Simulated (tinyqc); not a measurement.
From results back to parameters: finite square well with mass mismatch (envelope functions). Two cases, with inputs chosen for the exercise.

Problem. The lowest level of this well was computed from a hidden depth V0.

A square well of width L and depth V0, mass mw inside and mb outside, energies from the bottom of the well, c = hbar^2/2m0. k = sqrt(mw E/c), kappa = sqrt(mb (V0 - E)/c). psi and psi'/m are continuous at the walls (BenDaniel-Duke), so level n solves k L + 2 atan[(k/mw)/(kappa/mb)] = n pi.

Constants: hbar^2/2m0 = 3.80998211 eV angstrom^2.

Case 1.

Values chosen (out of a larger set: near those of a GaAs well in AlGaAs; not measured data):
- L = 69 angstrom (well width)
- mw = 0.0655 m0 (mass in the well)
- mb = 0.0886 m0 (mass in the barrier)

E1 = 0.049025 eV

Case 2.

Values chosen (out of a larger set: near those of a strained Si well in SiGe; not measured data):
- L = 32 angstrom (well width)
- mw = 0.931 m0 (mass in the well)
- mb = 0.949 m0 (mass in the barrier)

E1 = 0.022948 eV

Find: k; kappa; V0.

Solution. For n = 1 the condition reads kappa = (mb/mw) k tan(kL/2); then V0 = E1 + c kappa^2/mb.

Case 1.

k = 0.02903 1/angstrom
kappa = 0.0614 1/angstrom
V0 = 0.211 eV

Case 2.

k = 0.07488 1/angstrom
kappa = 0.1953 1/angstrom
V0 = 0.176 eV

Computed by tinyqc, one run a case: `OMP_NUM_THREADS=1 python tinyqc.py N N+1 out.jsonl` with N = 1252457, 1252711; one thread of a shared Intel(R) Xeon(R) Processor @ 2.30GHz, about 0.01 s a run at most.
